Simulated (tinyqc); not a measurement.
Raman shift of the zone-centre optical phonon of a diamond-structure crystal under stress. From one set of inputs to another, one input at a time. Computed by tinyqc, a small Python program. Command: `OMP_NUM_THREADS=1 python tinyqc.py 3021102 3021103 out.jsonl ramanstress ladder`. One thread of a shared host (Intel(R) Xeon(R) Processor @ 2.30GHz), about 0.01 s of CPU time with the checks.

Axes x, y, z are the cube axes. Strain shifts the threefold optical mode and can split it; p, q and r are the phonon deformation potentials.

The inputs printed are set A. Inputs not listed in the table keep their values of set A, so the rows need not describe a real material.

Inputs (values chosen for the exercise, modelled on diamond):
```
quantity,value,unit
unstrained frequency omega_0,1334,1/cm
p/omega_0^2,-2.78,-
q/omega_0^2,-1.85,-
r/omega_0^2,-1.81,-
C11,1077,GPa
C12,125.4,GPa
C44,575.3,GPa
stress sigma (tension positive),0.23,GPa
polarisation angle phi,30,degree
```

Stress state: hydrostatic. Axis: none.

Method:
- S11 = (C11 + C12)/D, S12 = -C12/D, D = (C11 - C12)(C11 + 2 C12), S44 = 1/C44.
- Hydrostatic stress: sigma_ij = sigma delta_ij.
- eps_xx = S11 sigma_xx + S12 (sigma_yy + sigma_zz), and cyclic; eps_xy = S44 sigma_xy/2 (tensor strain).
- Secular matrix: M_xx = p eps_xx + q (eps_yy + eps_zz), M_xy = 2 r eps_xy; its eigenvalues are omega^2 - omega_0^2, and the shifts are these over 2 omega_0.
- gamma = -(p + 2q)/(6 omega_0^2); the mean of the three shifts is -gamma omega_0 x (volume strain).
- Backscattering from a (001) surface: incident polarisation (cos phi, sin phi, 0). With Raman tensors (R_z)_xy = (R_z)_yx = 1 and cyclic, only the z component u_z of a mode counts: I = u_z^2 sin^2(2 phi) for parallel and u_z^2 cos^2(2 phi) for crossed polarisers. An unresolved line sits at the intensity-weighted shift, which is M_zz/(2 omega_0).

Each row keeps all changes above it:
```
input moved,from,to,shift of the observed line (1/cm),mean shift (1/cm),volume strain (per mille)
set A,-,-,-0.749,-0.749,0.520
r/omega_0^2,-1.81,-1.12,-0.749,-0.749,0.520
C12 (GPa),125.4,53.6,-0.839,-0.839,0.583
stress sigma (tension positive) (GPa),0.23,-1.3,4.745,4.745,-3.293
C44 (GPa),575.3,58.9,4.745,4.745,-3.293
C11 (GPa),1077,151,21.761,21.761,-15.105
p/omega_0^2,-2.78,-2.18,19.747,19.747,-15.105
q/omega_0^2,-1.85,-2.49,24.045,24.045,-15.105
```

Shift of the observed line goes from -0.749 to 24.0, +24.8 in all. The largest single move comes from C11 (+17), and p/omega_0^2 works against it (-2.01). Mean shift goes from -0.749 to 24.0, +24.8 in all. The largest single move comes from C11 (+17), and p/omega_0^2 works against it (-2.01). Volume strain goes from 0.520 to -15.1, -15.6 in all. The largest single move comes from C11 (-11.8). The single moves hold for this order of the switches; the total does not depend on the order.

Caution (all rows): this stress has components normal to the (001) face, so it cannot reach a free (001) surface; it can act on buried material.

Extremes, crossings and ranges named in words are read from the listed rows.
